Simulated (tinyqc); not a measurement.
Epitaxial growth on a vicinal surface: Burton-Cabrera-Frank step flow, step-edge barrier and island nucleation: one step, computed by the program tinyqc.

Adatoms land at rate F, hop on a square grid (a simplification for hexagonal faces), desorb, or join steps. Lengths are in units of a and n is the adatom coverage. Steps ascend at x = 0 and descend at x = l.

Task: Step flow or islands. Island density on a flat surface without desorption: N = 0.25 (F/D)^(i/(i+2)) exp(E_i/((i+2) k_B T)) per site, with E_i = 0 for i = 1; spacing l_n = N^(-1/2). Step flow needs an effective width l_eff = 2 x(peak) below l_n. Temperatures in kelvin are T(C) + 273.15.

Inputs (values chosen for the exercise, close to those used for Ge(001)): deposition rate F = 0.025 layers/s; temperature T = 690 C; critical nucleus size i = 1.

D = 3.435731e+09 a^2/s

position of the peak = 36.73018 a

Constants: k_B = 8.617333262e-05 eV/K.

Give: island density N on a flat surface; island spacing l_n; ratio l_eff/l_n.

Result:

island density N on a flat surface = 4.844e-05 per site

island spacing l_n = 143.7 a

ratio l_eff/l_n = 0.5113

Steps capture adatoms before they meet: step flow. Caution: the prefactor 0.25 and the criterion are estimates, good to a factor of about two in length.
